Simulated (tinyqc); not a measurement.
Inside a calculation. Method: Luttinger-Kohn k.p, four valence bands. One step of it, computed by the program tinyqc.

Problem. Bloch Hamiltonian at k. P = c g1 k^2, Q = c g2 (kx^2 + ky^2 - 2 kz^2), R = c sqrt3 [-g2 (kx^2 - ky^2) + 2i g3 kx ky], S = 2 c sqrt3 g3 (kx - i ky) kz, c = hbar^2/2m = 3.809982 eV angstrom^2; rows [P+Q, -S, R, 0], [-S*, P-Q, 0, R], [R*, 0, P-Q, S], [0, R*, S*, P+Q]. The path ends lie at |k| = 0.03 1/angstrom.

Luttinger parameters chosen for this model; energies are counted downward from the top of the valence band:
```
parameter     value  unit
g1         4.510000
g2         1.150000
g3         1.370000
```

k point k (1/angstrom): -0.016000  0.006000  -0.013000

Give: H(k) at k.

Solution.

H(k) at k (eV):
```
                  3/2              1/2             -1/2             -3/2
3/2            0.0077  -0.0038-0.0014i  -0.0017-0.0017i           0.0000
1/2   -0.0038+0.0014i           0.0081           0.0000  -0.0017-0.0017i
-1/2  -0.0017+0.0017i           0.0000           0.0081   0.0038+0.0014i
-3/2           0.0000  -0.0017+0.0017i   0.0038-0.0014i           0.0077
```
